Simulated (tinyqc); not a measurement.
Electron-beam lithography: double-Gaussian proximity function, edge placement and dose correction for parallel lines: one step, computed by the program tinyqc.

Lines are infinitely long. Absorbed energy is counted so that the middle of a very large area written at dose 1 receives 1; the resist develops where it exceeds 1/2.

Problem. Interaction matrix. f(r) = [exp(-r^2/alpha^2)/alpha^2 + eta exp(-r^2/beta^2)/beta^2]/(pi (1 + eta)). A line from a to b at dose d gives E(x) = d [S(alpha) + eta S(beta)]/(1 + eta), S(s) = [erf((b - x)/s) - erf((a - x)/s)]/2. M_ij is the mean of E at the two edges of line i from line j at dose 1.

Inputs (values chosen for the exercise, of the order of those for 30 keV electrons in resist on silicon): forward range alpha = 0.02 micrometre; backscatter range beta = 4.1 micrometre; backscatter ratio eta = 1.

Lines (micrometre):
```
line  left edge  right edge  centre
1         0.000       0.035  0.0175
2         0.715       3.215  1.9650
3         3.535       4.065  3.8000
4         4.245       4.291  4.2680
```

Give: M.

Solution.

M, rows 1, 2, 3, 4:
$$\begin{pmatrix}
0.2491 & 0.1350 & 0.0156 & 0.0011 \\
0.0018 & 0.4029 & 0.0282 & 0.0022 \\
0.0010 & 0.1379 & 0.2863 & 0.0031 \\
0.0008 & 0.1240 & 0.0359 & 0.2529
\end{pmatrix}$$
